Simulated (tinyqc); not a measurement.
# Hole mobility in a silicon inversion layer, empirical terms and Matthiessen rule: effects of single changes

Inversion layer of sheet density Ns on a uniformly doped body. The mobility terms are empirical power laws with prefactors chosen for the exercise; adding their inverses (Matthiessen) is itself an approximation.

Parameters, values chosen for the exercise; material values close to those of silicon:
```
symbol,value,unit,meaning
T,250,K,temperature
Eg,1.11,eV,band gap
eps_r,11.7,,relative permittivity of the semiconductor
Nc,2.16e19,cm^-3,conduction-band density of states at T
Nv,1.99e19,cm^-3,valence-band density of states at T
Nb,1.8e18,cm^-3,body doping
Vsb,0,V,reverse body bias
eta,0.3333,,weight of the inversion charge in the effective field
Ap,143,cm^2/(V s),phonon-limited mobility at 1 MV/cm and 300 K
As,422,cm^2/(V s),roughness-limited mobility at 1 MV/cm
gs,1,,exponent of the roughness term
Ac,2000,cm^2/(V s),Coulomb prefactor
Nit,2.8e10,cm^-2,charge at the interface
Ns,1.2e12,cm^-2,inversion density
```

Constants: q = 1.602176634e-19 C, kB = 1.380649e-23 J/K, Vt = kB T/q, eps0 = 8.8541878128e-14 F/cm where lengths are in cm. Results are converted to the units shown.

Each table varies one quantity; the others keep the values above.

## Effect of the charge at the interface

ni = sqrt(Nc Nv) exp(-Eg/(2 Vt)), Eg in volts; Ndep = sqrt(2 eps0 eps_r Nb (2 Vt ln(Nb/ni) + Vsb)/q); E = q (Ndep + eta Ns)/(eps0 eps_r), in MV/cm. With t = T/(300 K): muC = Ac (Ns/1e12 cm^-2) t/(Nb/1e17 cm^-3 + Nit/1e11 cm^-2), muP = Ap E^(-1/3) t^(-1.75), muS = As E^(-gs); 1/mu is the sum of the inverses.

The same in every row: E (MV/cm) = 0.8098; muP (cm^2/(V s)) = 211.1; muS (cm^2/(V s)) = 521.1.

Result of one run:
```
Nit (cm^-2),muC (cm^2/(V s)),mu (cm^2/(V s))
1e10,110.5,63.67
```

What becomes of these results when the charge at the interface Nit is changed from 1e10 to 1e12 cm^-2, all else the same?

Result of the changed run:
```
Nit (cm^-2),muC (cm^2/(V s)),mu (cm^2/(V s))
1e12,71.43,48.41
```

The whole series:
```
Nit (cm^-2),muC (cm^2/(V s)),mu (cm^2/(V s))
1e10,110.5,63.67
3.2e10,109.2,63.23
1e11,105.3,61.89
3.2e11,94.34,57.95
1e12,71.43,48.41
3.2e12,40.00,31.59
1e13,16.95,15.23
```

As Nit goes from 1e10 to 1e13 cm^-2, E stays at 0.810 MV/cm and mu falls from 63.7 to 15.2 cm^2/(V s). The Coulomb term is the smallest in the first and the last row.

## Effect of the body doping

Same model as above.

Result of one run:
```
Nb (cm^-3),E (MV/cm),muC (cm^2/(V s)),muP (cm^2/(V s)),muS (cm^2/(V s)),mu (cm^2/(V s))
2.3e18,0.91173,85.911,202.90,462.85,53.393
```

What becomes of these results when the body doping Nb is changed from 2.3e18 to 2.1e17 cm^-3, all else the same?

Result of the changed run:
```
Nb (cm^-3),E (MV/cm),muC (cm^2/(V s)),muP (cm^2/(V s)),muS (cm^2/(V s)),mu (cm^2/(V s))
2.1e17,0.30527,840.34,292.20,1382.4,187.42
```

The whole series:
```
Nb (cm^-3),E (MV/cm),muC (cm^2/(V s)),muP (cm^2/(V s)),muS (cm^2/(V s)),mu (cm^2/(V s))
2e16,0.13268,4166.7,385.74,3180.6,317.78
4.4e16,0.16908,2777.8,355.80,2495.8,280.01
9.7e16,0.22424,1600.0,323.84,1881.9,235.61
2.1e17,0.30527,840.34,292.20,1382.4,187.42
4.7e17,0.43287,401.61,260.09,974.88,135.86
1e18,0.61226,194.55,231.70,689.25,91.686
2.3e18,0.91173,85.911,202.90,462.85,53.393
5e18,1.3354,39.777,178.66,316.01,29.497
```

As Nb goes from 2e16 to 5e18 cm^-3, E rises from 0.133 to 1.34 MV/cm and mu falls from 318 to 29.5 cm^2/(V s). The smallest term is the phonon one in the first row and the Coulomb one in the last.

## Effect of the inversion density

Same model as above.

Effect of the inversion density:
```
Ns (cm^-2),E (MV/cm),muC (cm^2/(V s)),muP (cm^2/(V s)),muS (cm^2/(V s)),mu (cm^2/(V s))
2e11,0.75823,18.235,215.76,556.56,16.321
3.6e11,0.76648,32.823,214.98,550.57,27.075
6.3e11,0.78040,57.440,213.70,540.75,41.774
1.1e12,0.80463,100.29,211.53,524.47,60.223
2e12,0.85102,182.35,207.61,495.88,81.187
3.6e12,0.93350,328.23,201.31,452.06,97.788
6.3e12,1.0727,574.40,192.20,393.41,105.42
1.1e13,1.3150,1002.9,179.58,320.92,103.29
2e13,1.7789,1823.5,162.38,237.23,91.556
```

Read the table: what changes, and by how much?

As Ns goes from 2e11 to 2e13 cm^-2, E rises from 0.758 to 1.78 MV/cm and mu goes from 16.3 through a maximum of 105 (at Ns = 6.3e12 cm^-2 among the rows listed) to 91.6 cm^2/(V s). The smallest term is the Coulomb one in the first row and the phonon one in the last. Screening lifts the Coulomb term as Ns grows while the field presses the carriers to the interface, hence the maximum. At Ns = 2e13 cm^-2 E passes 1.5 MV/cm, beyond the usual range of such laws.

Program tinyqc, `OMP_NUM_THREADS=1 python tinyqc.py 2510083 2510084 out.jsonl`; Intel Xeon 2.30GHz, shared host, one thread, about 0.01 s.
